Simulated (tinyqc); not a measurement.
From results back to parameters: thin-film optics by transfer matrices. Four cases, with inputs chosen for the exercise.

Problem. A bare substrate in air: with rho = tan(Psi) exp(i Delta), Delta = 180 degrees at small angles on a dielectric, conj(eps) = sin^2(theta) [1 + tan^2(theta) ((1 - rho)/(1 + rho))^2], and n + i k = sqrt(eps).

Case 1.

Values chosen (out of a larger set: indices near those of resist on Cu; not measured data): lam = 365 nm (vacuum wavelength); theta_e = 60 degrees (angle of the ellipsometer).

Psi = 32.1541 degrees
Delta = 120.7866 degrees

Case 2.

Values chosen (out of a larger set: indices near those of resist, ARC on Si; not measured data): lam = 365 nm (vacuum wavelength); theta_e = 70 degrees (angle of the ellipsometer).

Psi = 27.0512 degrees
Delta = 161.4495 degrees

Case 3.

Values chosen (out of a larger set: indices near those of resist, ARC on Si; not measured data): lam = 633 nm (vacuum wavelength); theta_e = 60 degrees (angle of the ellipsometer).

Psi = 23.7493 degrees
Delta = 179.7070 degrees

Case 4.

Values chosen (out of a larger set: indices near those of SiO2 on Cu; not measured data): lam = 248 nm (vacuum wavelength); theta_e = 75 degrees (angle of the ellipsometer).

Psi = 29.0014 degrees
Delta = 62.8828 degrees

Find: rho; eps; n; k.

Solution. Form rho, insert it, conjugate, and take the root with k >= 0.

Case 1.

rho = -0.3218+0.5400i
eps = -2.44+5.20i
n = 1.286
k = 2.023

Case 2.

rho = -0.4841+0.1625i
eps = 35.23+37.42i
n = 6.581
k = 2.843

Case 3.

rho = -0.4400+0.0022i
eps = 15.63+0.17i
n = 3.953
k = 0.021

Case 4.

rho = 0.2527+0.4934i
eps = -1.02+5.41i
n = 1.497
k = 1.806

Computed by tinyqc, one run a case: `OMP_NUM_THREADS=1 python tinyqc.py N N+1 out.jsonl` with N = 1680446, 1680451, 1680496, 1680508; one thread of a shared Intel(R) Xeon(R) Processor @ 2.30GHz, about 0.02 s a run at most.
